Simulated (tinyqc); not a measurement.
From results to parameters: two-site tight-binding chain. Computed by the program tinyqc.

Problem. A two-site chain has site energies +delta (A) and -delta (B) and hoppings t1 > t2 > 0, so E = +/- sqrt(delta^2 + |t1 + t2 exp(-ika)|^2). Find delta, t1 and t2.

upper band at k = 0 = 2.634919 eV
upper band at the zone edge = 1.077033 eV
weight of the upper band on site A at the zone edge = 0.629987

Solution. The weight on A is (1 + delta/E)/2, which gives delta; then t1 + t2 = sqrt(E(0)^2 - delta^2) and t1 - t2 = sqrt(E(edge)^2 - delta^2).

delta, t1, t2 (eV): 0.2800  1.8300  0.7900
